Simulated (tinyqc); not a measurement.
From results back to parameters: Gamma, L and X subbands of a thin body with non-parabolic valleys. Three cases, with inputs chosen for the exercise.

Problem. Hard walls; each subband edge rises by e with e (1 + a e) = c (pi/t)^2/m_z, c = hbar^2/2m0. The thickness at which the Gamma and L edges cross was computed from a hidden bulk separation EL.

Constants: hbar^2/2m0 = 3.80998211 eV angstrom^2.

Case 1.

Values chosen (near those of a thin GaAs channel; not measured data):
- mG = 0.0677 m0 (Gamma mass)
- aG = 0.58 1/eV (Gamma non-parabolicity)
- mzL = 0.1133 m0 (confinement mass of the lowest L group)
- aS = 0.6 1/eV (non-parabolicity of L and X)

crossing thickness = 19.321 angstrom

Case 2.

Values chosen (near those of a thin GaSb channel; not measured data):
- mG = 0.0393 m0 (Gamma mass)
- aG = 1.13 1/eV (Gamma non-parabolicity)
- mzL = 0.1473 m0 (confinement mass of the lowest L group)
- aS = 0.55 1/eV (non-parabolicity of L and X)

crossing thickness = 117.895 angstrom

Case 3.

Values chosen (near those of a thin GaSb channel; not measured data):
- mG = 0.0388 m0 (Gamma mass)
- aG = 1.15 1/eV (Gamma non-parabolicity)
- mzL = 0.1417 m0 (confinement mass of the lowest L group)
- aS = 0.48 1/eV (non-parabolicity of L and X)

crossing thickness = 84.997 angstrom

Find: rise of Gamma; rise of L; EL.

Solution. At the crossing the rise of Gamma equals EL plus the rise of L.

Case 1.

rise of Gamma = 0.957 eV
rise of L = 0.642 eV
EL = 0.315 eV

Case 2.

rise of Gamma = 0.064 eV
rise of L = 0.018 eV
EL = 0.046 eV

Case 3.

rise of Gamma = 0.118 eV
rise of L = 0.036 eV
EL = 0.082 eV

Computed by tinyqc, one run a case: `OMP_NUM_THREADS=1 python tinyqc.py N N+1 out.jsonl` with N = 1282339, 1282381, 1282384; one thread of a shared Intel(R) Xeon(R) Processor @ 2.30GHz, about 0.05 s a run at most.
